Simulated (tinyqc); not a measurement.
Interdiffusion in a binary couple: Darken equations, Kirkendall shift and Boltzmann-Matano analysis: one step, computed by the program tinyqc.

x is the mole fraction of B; the molar volume is constant, and the two halves are long enough to count as infinite.

Task: Boltzmann-Matano diffusivity. D~(x) = area/(2 t slope), with z counted from the original interface (the Matano plane); 1 um^2 = 1e-12 m^2.

Inputs (values chosen for the exercise, for a model alloy A-B): temperature T = 1360 K; time t = 42000 s.

area -int z dx from x_L to the local x = 3.044258 um

slope dx/dz at the local x = 0.008879970 1/um

Give: D~ from the profile.

Result:

D~ from the profile = 4.0812e-15 m^2/s
